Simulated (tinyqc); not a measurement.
Fermi-level pinning at a metal contact (Cowley-Sze model): one step of the calculation.

Interface states of density Ds lie behind a thin layer of thickness dl. Neglecting the depletion charge, the barrier for electrons is phi = S (pM - chi) + (1 - S) E0 with S = 1/(1 + q Ds dl/(eps0 ei)); the barrier for holes is Eg - phi.

Question. Barrier. Also the charge in the states, Ds (phi - E0), and the drop across the layer, pM - chi - phi.

Parameters, values chosen for the exercise; material values close to those of gallium arsenide: band gap Eg = 1.44 eV; electron affinity chi = 4.02 eV; density of interface states Ds = 1.1e14 cm^-2 eV^-1; depth of their neutrality level below the conduction edge E0 = 0.65 eV; thickness of the interface layer dl = 0.52 nm; its relative permittivity ei = 2.1; metal work function pM = 4.78 eV.

Constants: q = 1.602176634e-19 C, eps0 = 8.8541878128e-14 F/cm where lengths are in cm. Results are converted to the units shown.

Wanted: S; phi; barrier for holes; charge in the states; drop across the layer.

Answer.

S = 0.1687
phi = 0.6686 eV
barrier for holes = 0.7714 eV
charge in the states = 2.041e12 cm^-2
drop across the layer = 0.09145 V

Program tinyqc, `OMP_NUM_THREADS=1 python tinyqc.py 2430121 2430122 out.jsonl`; Intel Xeon 2.30GHz, shared host, one thread, about 0.01 s.
